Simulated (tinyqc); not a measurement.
Fitting sp3s* parameters to three gaps by Newton steps: sweeps and comparisons. A value that a table varies takes the place of the one given here.

sp3s* tight binding, nearest neighbours only: anion (a) at 0, cation (c) at a/4 (1,1,1), orbitals s, px, py, pz, s* on each; k in units of 2 pi/a. With phases e_j = exp(i (pi/2) k.n_j) for n = (1,1,1), (1,-1,-1), (-1,1,-1), (-1,-1,1): g0 = (e1+e2+e3+e4)/4, g1 = (e1+e2-e3-e4)/4, g2 = (e1-e2+e3-e4)/4, g3 = (e1-e2-e3+e4)/4. The diagonal holds the levels Esa, Epa, Exa (s*) and Esc, Epc, Exc. Anion-cation block: <sa|sc> = Vss g0; <sa|xc> = Vsapc g1; <xa|sc> = -Vscpa g1; <xa|xc> = Vxx g0; <xa|yc> = <ya|xc> = Vxy g3, <xa|zc> = <za|xc> = Vxy g2, <ya|zc> = <za|yc> = Vxy g1; <s*a|xc> = Vxapc g1; <xa|s*c> = -Vpaxc g1; y and z take g2 and g3 in place of g1; s-s* and s*-s* vanish.

Gaps are level 5 at Gamma, X = (1,0,0) and L = (1/2,1/2,1/2) less level 4 at Gamma; no spin-orbit coupling. Free parameters: Vss, Vsapc and Vpaxc. H is linear in them, so by Hellmann-Feynman J_ij = <u|dH/dp_j|u> for level 5 at point i less the same for level 4 at Gamma. Newton: p(new) = p + J^-1 (target - gaps); stop when all misses are below 1e-7 eV.

Constants: hbar^2/2m0 = 3.80998211 eV angstrom^2.

Inputs chosen for the exercise (out of a larger set: near a published set for AlAs, fitted to gaps, whose masses and valley positions are rough; not measured data):
```
symbol  value                                                                                          unit      meaning
p       (-7.544, 0.987, -1.16, 3.593, 7.462, 6.706, -6.689, 1.878, 4.292, 5.111, 5.514, 4.525, 5.002)  eV        start, order Esa, Epa, Esc, Epc, Exa, Exc, Vss, Vxx, Vxy, Vsapc, Vscpa, Vxapc, Vpaxc
tg      (3.1901, 2.1346, 2.6083)                                                                       eV        target gaps at Gamma, X, L
a       5.655                                                                                          angstrom  lattice constant
```

## Equal gaps, different models

The same three targets are met with other triples of free parameters (those for which Newton converges within 3 eV of the start). Not fitted: level 5 at K = (3/4,3/4,0) above Ev, the spacing of levels 6 and 5 at X, the depth of level 2 at X below Ev, the valence width at Gamma, and the mass c q^2/(E(q) - E(0)) of level 5 along [100], q = 0.002 (2 pi/a), c = hbar^2/2m0.

Unfitted results:
```
free parameters    largest change (eV)  K (eV)  X spacing (eV)  level 2 at X (eV)  valence width (eV)  mass (m0)
start                            0.000   2.339           0.392              6.550              11.768     0.2946
Vss, Vxapc, Vpaxc                0.656   2.192           0.201              6.792              11.903     0.3195
Esc, Vxapc, Vpaxc                1.037   2.188           0.109              6.867              11.715     0.3124
Vss, Vsapc, Vpaxc                0.298   2.191           0.491              6.584              11.903     0.3310
Esa, Vxapc, Vscpa                0.463   2.194           0.335              6.243              11.440     0.3752
Vss, Exa, Exc                    0.837   2.191           0.246              6.608              11.903     0.3195
Esc, Vsapc, Exc                  0.833   2.192           0.331              6.521              11.715     0.3238
```

All fitted rows have the same three gaps, yet they spread by 6 meV at K, 382 meV in the X spacing, 624 meV in level 2 at X, 463 meV in the valence width and 19.0 % in the mass. The smallest change of parameters, 0.298 eV, is that of Vss, Vsapc, Vpaxc. A fit fixes what it was given and leaves the rest to the choice of free parameters.

## How errors in the targets pass to the parameters

J:
```
            Vss    Vsapc     Vpaxc
Gamma  -0.90251  0.00000   0.00000
X       0.00000  0.51062   0.00000
L      -0.24550  0.33056  -0.08017
```

The gaps at Gamma, X and L of an sp3s* model are fitted with Vss, Vsapc and Vpaxc; J holds the derivatives of the gaps by these parameters at the start. The change of each parameter for +10 meV on one target is 10 J^-1, in meV.

Shifts (meV):
```
target raised    Vss  Vsapc   Vpaxc
Gamma          -11.1    0.0    33.9
X                0.0   19.6    80.8
L                0.0    0.0  -124.7
```

root sum of squares (meV): Vss 11.1, Vsapc 19.6, Vpaxc 152.4

Independent errors of 10 meV leave Vpaxc least certain (152 meV) and Vss best fixed (11.1 meV). The largest single entry, 125 meV, comes from the target at L.

Program tinyqc; command `OMP_NUM_THREADS=1 python tinyqc.py 1450062 1450063 out.jsonl`; about 0.1 s on one thread of a shared Intel(R) Xeon(R) Processor @ 2.30GHz.
